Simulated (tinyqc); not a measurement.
## Margin needed against array size

Cells fail independently with probability Q(k) = erfc(k/sqrt(2))/2 when the margin is k standard deviations, and Y = exp(-Nb Q(k)). phi = exp(-k^2/2)/sqrt(2 pi).  k solves Y = exp(-Nb Q(k)); the estimate is sqrt(2 ln(Nb/(-ln Y))).

Values chosen for this exercise: wanted yield Y = 0.99.

Result of one run:
```
Nb,allowed Q,k,estimate
8589934592,1.170e-12,7.013,7.413
```

What becomes of these results when the number of cells Nb is changed from 8589934592 to 2097152, all else the same?

Result of the changed run:
```
Nb,allowed Q,k,estimate
2097152,4.792e-9,5.738,6.190
```

The whole series:
```
Nb,allowed Q,k,estimate
512,1.963e-5,4.112,4.656
8192,1.227e-6,4.712,5.217
131072,7.668e-8,5.248,5.724
2097152,4.792e-9,5.738,6.190
33554432,2.995e-10,6.191,6.623
536870912,1.872e-11,6.614,7.029
8589934592,1.170e-12,7.013,7.413
```

A 1.68e7-fold larger array raises k only from 4.11 to 7.01; the last factor of 16 costs 0.40 standard deviations. The estimate, which drops the factor 1/(k sqrt(2 pi)) of the tail, is 13 % above k in the first row and 5.7 % above it in the last.

Computed by the program tinyqc: `OMP_NUM_THREADS=1 python tinyqc.py 2090030 2090031 out.jsonl`, one thread of a shared Intel Xeon 2.30GHz, about 0.01 s for the whole run.
